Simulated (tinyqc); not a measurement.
## Retention against time

Retention: filled traps are spread evenly in depth from E1 to E2, and each empties at the rate nu exp(-E/kB T). The share left is the mean of exp(-nu t exp(-E/kB T)) = [kB T/(E2 - E1)] [E1x(nu t exp(-E2/kB T)) - E1x(nu t exp(-E1/kB T))], E1x the exponential integral; traps shallower than about Ed = kB T ln(nu t) are empty.

Parameters, values chosen for the exercise: storage temperature T = 358 K; shallowest trap depth E1 = 0.98 eV; deepest trap depth E2 = 1.53 eV; attempt frequency nu = 1e13 1/s.

Constants: q = 1.602176634e-19 C, kB = 1.380649e-23 J/K, Vt = kB T/q. Results are converted to the units shown.

Retention against time:
```
t (s)	Ed (eV)	share left
1	0.9235	0.9914
100	1.066	0.8121
10000	1.208	0.5538
1e5	1.279	0.4247
1e6	1.350	0.2957
1e7	1.421	0.1680
1e8	1.492	0.05232
1e9	1.563	8.394e-4
```

What does the comparison show?

The share left falls from 0.991 to 8.39e-4. Ed moves by 0.0710 eV a decade and reaches E1 at t = 6.25 s; from then on the loss is linear in log t, 12.9 % a decade, until Ed comes within a few kB T of E2, which it reaches at 3.46e8 s.

Numbers from tinyqc (`OMP_NUM_THREADS=1 python tinyqc.py 2130171 2130172 out.jsonl`; about 0.06 s on one thread of a shared Intel Xeon 2.30GHz).
